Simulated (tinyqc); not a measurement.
All-pass ring resonator: line shape, cold and heated.

A ring of length L = 2 pi Rr coupled to one bus waveguide: round-trip amplitude a = 10^(-al L/20), self-coupling t = sqrt(1 - k2). At detuning d from the resonance the round-trip phase is p = 2 pi d/FSR and the transmission T = (a^2 - 2 a t cos p + t^2)/(1 - 2 a t cos p + a^2 t^2). Lossless coupler, linear absorption only.

FSR = lam^2/(ng L). The lost power (1 - T) Pin heats the ring by Rt fa (1 - T) Pin and shifts the resonance to longer wavelength by s = (lam dT/ng) times that rise; d = dl - s. The hot columns give T for the smallest and the largest self-consistent shift.

Values chosen for this exercise; values close to those of silicon waveguides:
```
symbol,value,unit,meaning
lam,1550,nm,cold resonance wavelength
Rr,20,um,ring radius
ng,4.03,,group index
al,7.8,dB/cm,propagation loss
k2,0.069,,power coupling
dT,0.00017,1/K,thermo-optic change of the effective index
Rt,8.5,K/mW,thermal resistance
fa,0.75,,share of the loss that heats the ring
Pin,0.47,mW,input power
```

Line shape, cold and heated:

| dl (pm) | T, cold | roots | smallest s (pm) | T there | largest s (pm) | T there  |
|---|---|---|---|---|---|---|
| -110 | 0.9310 | 1 | 11.31 | 0.9423 | 11.31 | 0.9423 |
| -57 | 0.7959 | 1 | 23.37 | 0.8807 | 23.37 | 0.8807 |
| -28 | 0.5501 | 1 | 34.72 | 0.8228 | 34.72 | 0.8228 |
| 0 | 0.2705 | 1 | 49.10 | 0.7494 | 49.10 | 0.7494 |
| 21 | 0.4595 | 1 | 61.73 | 0.6849 | 61.73 | 0.6849 |
| 43 | 0.7041 | 1 | 76.22 | 0.6109 | 76.22 | 0.6109 |
| 64 | 0.8282 | 1 | 90.88 | 0.5361 | 90.88 | 0.5361 |
| 92 | 0.9053 | 1 | 111.0 | 0.4332 | 111.0 | 0.4332 |
| 130 | 0.9492 | 3 | 11.87 | 0.9394 | 137.2 | 0.2995 |
| 180 | 0.9725 | 1 | 5.723 | 0.9708 | 5.723 | 0.9708 |

What does the comparison show?

The cold line has FWHM = 71.0 pm and its dip at dl = 0; heated, the deepest listed dip lies at dl = 130 pm, and the largest possible shift is 143 pm, 2.0 FWHM. 1 row(s) have three roots: there the ring is bistable.

Program tinyqc, `OMP_NUM_THREADS=1 python tinyqc.py 2650002 2650003 out.jsonl`; Intel Xeon 2.30GHz, shared host, one thread, about 0.01 s.
